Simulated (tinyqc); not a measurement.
Switching kinetics of a ferroelectric film and the memory window of a ferroelectric gate stack: one step, computed by the program tinyqc.

Fields in MV/cm; 1 microcoulomb/cm^2 over eps_0 is 11.29409 MV/cm. In the stack (metal, ferroelectric, interlayer, channel) the channel is taken as a conductor.

Task: Fields in the stack. Series stack: V = E_F t_F + E_I t_I and eps_I E_I = eps_F E_F + (1 - s) P/eps_0. Before switching P = -P_r, after it P = +P_s; in retention V = 0 and P = +P_r.

Inputs (values chosen for the exercise, for a model film):
```
quantity                                 value               unit
saturation polarisation P_s                 37  microcoulomb/cm^2
ratio P_r/P_s                             0.75                  -
coercive field E_c                         1.5              MV/cm
permittivity of the ferroelectric eps_F     26                  -
thickness t_F                               16                 nm
permittivity of the interlayer eps_I       5.5                  -
interlayer thickness t_I                   1.4                 nm
share s of P screened by trapped charge   0.86                  -
pulse height V                             5.7                  V
breakdown field of the interlayer           11              MV/cm
```

Give: E_F before switching; E_F after switching; E_I after switching; depolarising field in retention; depolarising field over E_c.

Result:

E_F before switching = 3.0139 MV/cm

E_F after switching = 1.8617 MV/cm

E_I after switching = 19.438 MV/cm

depolarising field in retention = 0.49380 MV/cm

depolarising field over E_c = 0.32920

Caution: the interlayer field exceeds its breakdown field, so charge injection would change the fields.
